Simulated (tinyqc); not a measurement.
RHF in the 3-21g basis, for H-, spin multiplicity 1, step by step. The basis has no diffuse functions, so it cannot describe the extra electron: this is an exercise in the method, not the real anion. Computed by tinyqc, a small Python program that keeps every step (integrals from PySCF). Settings: charge = -1, multiplicity = 1, basis = 3-21g, energy threshold = 1e-08, iteration cap = 83, orthogonalisation = symmetric, start = Wolfsberg-Helmholz matrix, DIIS depth = 6, method = RHF. Command: `OMP_NUM_THREADS=1 python tinyqc.py 30536 30537 out.jsonl` (the two numbers bound the seeds that draw the settings). One thread of a shared host (Intel(R) Xeon(R) Processor @ 2.60GHz), about 0.04 s of CPU time with the checks. Later iterations appear only in the table of the cycle.

## One-electron integrals

Geometry (angstrom):

| atom | x | y | z |
|---|---|---|---|
| H | 0.000000 | 0.000000 | 0.000000 |

Basis 3-21g: exponents (1/bohr^2) and contraction coefficients of normalised primitives:

| element | l (shell) | exponent | coefficient |
|---|---|---|---|
| H | s (1) | 5.447178 | 0.156285 |
| H | s (1) | 0.824547 | 0.904691 |
| H | s (2) | 0.183192 | 1.000000 |

Overlap, kinetic and nuclear-attraction integrals over the contracted functions; the nuclear repulsion is the sum of Za Zb / Rab.

nuclear repulsion = 0 hartree

overlap S:
```
          1H 1s     1H 2s
1H 1s  1.000000  0.645899
1H 2s  0.645899  1.000000
```

kinetic energy T (hartree):
```
          1H 1s     1H 2s
1H 1s  1.549405  0.293152
1H 2s  0.293152  0.274788
```

nuclear attraction V (hartree):
```
           1H 1s      1H 2s
1H 1s  -1.720918  -0.782663
1H 2s  -0.782663  -0.683004
```

core Hamiltonian H = T + V (hartree):
```
           1H 1s      1H 2s
1H 1s  -0.171513  -0.489511
1H 2s  -0.489511  -0.408216
```

## Two-electron integrals

Functions are numbered as in S; the eight-fold symmetry (ij|kl) = (ji|kl) = (kl|ij) leaves the list below.

Two-electron integrals (ij|kl) in chemists' order, unique and non-zero (hartree):
```
(11|11) 1.140145   (21|11) 0.611403   (21|21) 0.345152   (22|11) 0.626370
(22|21) 0.380329   (22|22) 0.482957
```

## Orthogonalisation

S = U s U^T; symmetric (Loewdin) form X = U s^(-1/2) U^T, so that X^T S X = 1.

eigenvalues of S: 0.354101  1.645899

X:
```
           1H 1s      1H 2s
1H 1s   1.229980  -0.450512
1H 2s  -0.450512   1.229980
```

## Starting guess

The start is the generalised Wolfsberg-Helmholz matrix (K = 1.75) built on H; D = 2 C_occ C_occ^T.

D at the start:
```
          1H 1s     1H 2s
1H 1s  0.075038  0.334671
1H 2s  0.334671  1.492635
```

## Iteration 1: building the Fock matrix

J_ij = sum D_kl (ij|kl), K_ij = sum D_kl (ik|jl); F = H + J - 0.5 K; E = tr D H + tr D J / 2 - 0.25 tr D K + E_nn.

Coulomb J (hartree):
```
          1H 1s     1H 2s
1H 1s  1.429734  0.844596
1H 2s  0.844596  1.022450
```

exchange K (hartree):
```
          1H 1s     1H 2s
1H 1s  1.009978  0.938712
1H 2s  0.938712  1.001348
```

Fock matrix F (hartree):
```
           1H 1s      1H 2s
1H 1s   0.753232  -0.114270
1H 2s  -0.114270   0.113560
```

total energy of this density = -0.40014940 hartree

## Iteration 1: diagonalisation and new density

Diagonalise F' = X^T F X, C = X C', fill 1 alpha and 1 beta electrons from the bottom; D = 2 C_occ C_occ^T. Each column has its largest component positive (the first on a tie).

F' = X^T F X (hartree):
```
           1          2
1   1.289214  -0.676373
2  -0.676373   0.451315
```

orbital energies (hartree): MO1 0.074652, MO2 1.665878

coefficients C:
```
            MO1        MO2
1H 1s  0.204828   1.293776
1H 2s  0.855400  -0.992019
```

D after iteration 1:
```
          1H 1s     1H 2s
1H 1s  0.083909  0.350420
1H 2s  0.350420  1.463419
```

## Iteration 2: building the Fock matrix

As before.

Coulomb J (hartree):
```
          1H 1s     1H 2s
1H 1s  1.440806  0.849780
1H 2s  0.849780  1.025876
```

exchange K (hartree):
```
          1H 1s     1H 2s
1H 1s  1.029267  0.948325
1H 2s  0.948325  1.002280
```

Fock matrix F (hartree):
```
           1H 1s      1H 2s
1H 1s   0.754660  -0.113893
1H 2s  -0.113893   0.116521
```

total energy of this density = -0.40041556 hartree

## Iteration 2: DIIS over 2 matrices

error matrix X^T (FDS - SDF) X:
```
          1          2
1  0.000000  -0.003585
2  0.003585   0.000000
```

B (overlaps of the stored error matrices):
```
               1              2
1  1.4968770e-03  1.9617518e-04
2  1.9617518e-04  2.5709996e-05
```

Minimise |sum c_i e_i|^2 with sum c_i = 1: solve [B -1; -1 0][c; lambda] = [0; -1] with B_ij = tr e_i^T e_j, and take F = sum c_i F_i.

DIIS coefficients: -0.150823  1.150823

extrapolated F (hartree):
```
           1H 1s      1H 2s
1H 1s   0.754875  -0.113836
1H 2s  -0.113836   0.116967
```

## Iteration 2: diagonalisation and new density

As before.

F' = X^T F X (hartree):
```
           1          2
1   1.291911  -0.678427
2  -0.678427   0.456322
```

orbital energies (hartree): MO1 0.077363, MO2 1.670869

coefficients C:
```
            MO1        MO2
1H 1s  0.206503   1.293510
1H 2s  0.854115  -0.993126
```

D after iteration 2:
```
          1H 1s     1H 2s
1H 1s  0.085287  0.352755
1H 2s  0.352755  1.459025
```

## Iteration 3: building the Fock matrix

As before.

Coulomb J (hartree):
```
          1H 1s     1H 2s
1H 1s  1.442480  0.850563
1H 2s  0.850563  1.026393
```

exchange K (hartree):
```
          1H 1s     1H 2s
1H 1s  1.032176  0.949764
1H 2s  0.949764  1.002409
```

Fock matrix F (hartree):
```
           1H 1s      1H 2s
1H 1s   0.754879  -0.113830
1H 2s  -0.113830   0.116973
```

total energy of this density = -0.40042020 hartree

## Iteration 3: DIIS over 3 matrices

error matrix X^T (FDS - SDF) X:
```
           1         2
1   0.000000  0.000004
2  -0.000004  0.000000
```

B (overlaps of the stored error matrices):
```
                1               2               3
1   1.4968770e-03   1.9617518e-04  -1.9694139e-07
2   1.9617518e-04   2.5709996e-05  -2.5810413e-08
3  -1.9694139e-07  -2.5810413e-08   2.5911223e-11
```

As before.

DIIS coefficients: -0.064173  0.490236  0.573937

extrapolated F (hartree):
```
           1H 1s      1H 2s
1H 1s   0.754877  -0.113832
1H 2s  -0.113832   0.116970
```

## Iteration 3: diagonalisation and new density

As before.

F' = X^T F X (hartree):
```
           1          2
1   1.291911  -0.678423
2  -0.678423   0.456323
```

orbital energies (hartree): MO1 0.077367, MO2 1.670866

coefficients C:
```
            MO1        MO2
1H 1s  0.206502   1.293510
1H 2s  0.854116  -0.993125
```

D after iteration 3:
```
          1H 1s     1H 2s
1H 1s  0.085286  0.352753
1H 2s  0.352753  1.459028
```

## Iteration 4 (converged): orbitals

converged F (hartree):
```
           1H 1s      1H 2s
1H 1s   0.754879  -0.113830
1H 2s  -0.113830   0.116972
```

As before.

F' = X^T F X (hartree):
```
           1          2
1   1.291911  -0.678421
2  -0.678421   0.456324
```

orbital energies (hartree): MO1 0.077370, MO2 1.670865

coefficients C:
```
            MO1        MO2
1H 1s  0.206501   1.293510
1H 2s  0.854116  -0.993125
```

D after iteration 4:
```
          1H 1s     1H 2s
1H 1s  0.085286  0.352752
1H 2s  0.352752  1.459030
```

## Convergence

Stop when the energy changes by less than 1e-08 hartree and every element of the error matrix X^T (F D S - S D F) X is below 3e-05.

Course of the cycle:

| iteration | E (hartree) | change | largest element of the error matrix |
|---|---|---|---|
| 1 | -0.40014940 | - | 2.74e-02 |
| 2 | -0.40041556 | -2.66e-04 | 3.59e-03 |
| 3 | -0.40042020 | -4.64e-06 | 3.60e-06 |
| 4 | -0.40042020 | -3.83e-12 | 1.53e-06 |

PySCF RHF in the same basis = -0.40042020 hartree

Converged in 4 iterations.

## Populations

Mulliken: Z minus the diagonal of D S on the atom; Loewdin: the same with S^(1/2) D S^(1/2).

Charges (e):

| atom | Mulliken | Loewdin |
|---|---|---|
| 1H | -1.000000 | -1.000000 |
